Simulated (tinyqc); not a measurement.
Comparisons within one model: carrier statistics of a doped semiconductor with parabolic bands. A value that a table varies takes the place of the one given here.

Eg(T) = Eg0 - al T^2/(T + be); m_de = Mv^(2/3) (ml mt^2)^(1/3); m_dh = (mhh^(3/2) + mlh^(3/2))^(2/3); Nc and Nv from N = 2 (m kB T/(4 pi c))^(3/2) with c = hbar^2/2m0, in 1/angstrom^3; times 1e24 for 1/cm^3.

Energies are counted from Ev, so Ec = Eg. n = Nc F_1/2((EF - Eg)/kT), p = Nv F_1/2(-EF/kT), ND+ = ND/(1 + 2 exp((EF - Eg + ED)/kT)), NA- = NA/(1 + 4 exp((EA - EF)/kT)); neutrality asks p + ND+ = n + NA-. F_j(eta) = (1/Gamma(j + 1)) integral_0^infinity x^j dx/(1 + exp(x - eta)), which tends to exp(eta) for eta << 0.

Constants: hbar^2/2m0 = 3.80998211 eV angstrom^2; kB = 8.617333262e-05 eV/K.

Values chosen for the exercise (near those of InAs; not measured data): Eg0 = 0.4176 eV (gap at 0 K); al = 0.000267 eV/K (Varshni alpha); be = 90 K (Varshni beta); ml = 0.0264 m0 (longitudinal electron mass); mt = 0.0264 m0 (transverse electron mass); Mv = 1 (equivalent valleys); mhh = 0.406 m0 (heavy-hole mass); mlh = 0.0248 m0 (light-hole mass); ND = 3.1e+13 1/cm^3 (donors); NA = 4.1e+12 1/cm^3 (acceptors); ED = 0.00208 eV (donor level below Ec); EA = 0.0157 eV (acceptor level above Ev); T = 530 K.

## Temperature

Neutrality solved at each temperature; ni = sqrt(Nc Nv) exp(-Eg/2kT).

Carriers (1/cm^3):
```
T (K)  EF (eV)         n         p  majority / |ND - NA|        ni  Eg (eV)
10      0.4141  1.59e+13    <1e-99                 0.592  3.52e-90   0.4173
20      0.4092  2.44e+13  8.86e-87                 0.906  4.66e-37   0.4166
40      0.3961  2.63e+13  4.01e-33                 0.979  3.25e-10   0.4143
77      0.3666  2.67e+13  8.70e-07                 0.994  4.82e+03   0.4081
120     0.3277  2.68e+13  2.88e+04                 0.997  8.79e+08   0.3993
200     0.2494  2.87e+13  1.86e+12                  1.07  7.31e+12   0.3808
300     0.2316  8.74e+14  8.47e+14                  32.5  8.62e+14   0.3560
400     0.2365  1.06e+16  1.06e+16                   395  1.07e+16   0.3304
500     0.2425  5.09e+16  5.09e+16              1.89e+03  5.29e+16   0.3045
600     0.2499  1.48e+17  1.48e+17              5.50e+03  1.62e+17   0.2783
```

Ionisation is incomplete: the majority density is below 90 % of the net doping at 10 K, down to a share of 0.59. It is within 10 % of the net doping at 20, 40, 77, 120 and 200 K. At 300, 400, 500 and 600 K thermal pairs lift it more than 10 % above the net doping; ni has reached 1.62e+17 1/cm^3 at 600 K against a net doping of 2.69e+13. For so narrow a gap the hottest rows are formal: EF can enter a band, where the Boltzmann ni is too large, and the crystal may melt. EF goes from 0.414 eV to 0.250 eV, where midgap is 0.139 eV and the intrinsic level (Boltzmann) 0.246 eV.

## Doping level

Only donors are present (NA = 0); eta is the distance of EF beyond the conduction edge in units of kT.

Neutral state:
```
ND (1/cm^3)  EF (eV)  majority (1/cm^3)  ionised share    eta
1.0e+14       0.2446           7.30e+16          0.599  -1.14
1.0e+15       0.2448           7.33e+16          0.598  -1.14
1.0e+16       0.2465           7.59e+16          0.589  -1.10
1.0e+17       0.2614           1.01e+17          0.508  -0.77
1.0e+18       0.3144           2.60e+17          0.245   0.39
3.0e+18       0.3465           4.22e+17          0.138   1.09
1.0e+19       0.3831           6.75e+17          0.067   1.89
3.0e+19       0.4178           9.78e+17          0.033   2.65
```

The impurity level lies at 0.2946 eV. The ionised share falls from 0.599 to 0.033 as EF passes through it between 1e+17 and 1e+18 1/cm^3 (share 1/3 there); it is below one half from 1e+18 1/cm^3 on. Over the last two rows the doping grows threefold and the majority density by a factor 1.45. EF comes within 3 kT of the majority band edge from 1e+14 1/cm^3 on. With a gap of only 6.5 kT the crystal is intrinsic at low doping, and EF can lie near or inside the band with the lighter mass. Above roughly 1e+15 1/cm^3 (N^(1/3) a = 0.26, with the radius a = sqrt(c/(m E)) from the ionisation energy E and the mass (ml mt^2)^(1/3)) the levels merge with the band and real ionisation is complete; sharp levels then overstate freeze-out.

## What each input does

Neutrality solved anew for each case. Each row changes one parameter from the base and keeps the others.

Results:
```
case                  EF (eV)  n (1/cm^3)  p (1/cm^3)
base                   0.2446    7.30e+16    7.30e+16
T = 550 K              0.2460    9.09e+16    9.09e+16
ND = 1.55e+13 1/cm^3   0.2446    7.30e+16    7.30e+16
NA = 5.33e+12 1/cm^3   0.2446    7.30e+16    7.30e+16
Eg0 = 0.4676 eV        0.2686    4.31e+16    4.31e+16
mt = 0.0317 m0         0.2402    8.03e+16    8.03e+16
mhh = 0.4872 m0        0.2510    8.30e+16    8.30e+16
ED = 0.0031 eV         0.2446    7.30e+16    7.30e+16
```

The largest shifts from the base row, up to three for each result and ties (the steps differ in size, so this ranks the rows, not the parameters). EF (eV): Eg0 +0.0241, mhh +0.0065, mt -0.0044; unchanged at the printed digits by ND, NA and ED. n (1/cm^3): Eg0 -2.99e+16, T +1.79e+16, mhh +9.98e+15; unchanged at the printed digits by ND, NA and ED. p (1/cm^3): Eg0 -2.99e+16, T +1.79e+16, mhh +9.98e+15; unchanged at the printed digits by ND, NA and ED.

Run: tinyqc, `OMP_NUM_THREADS=1 python tinyqc.py 1680653 1680654 out.jsonl`; Intel(R) Xeon(R) Processor @ 2.30GHz, one thread, shared host; about 0.01 s of CPU time with all checks.
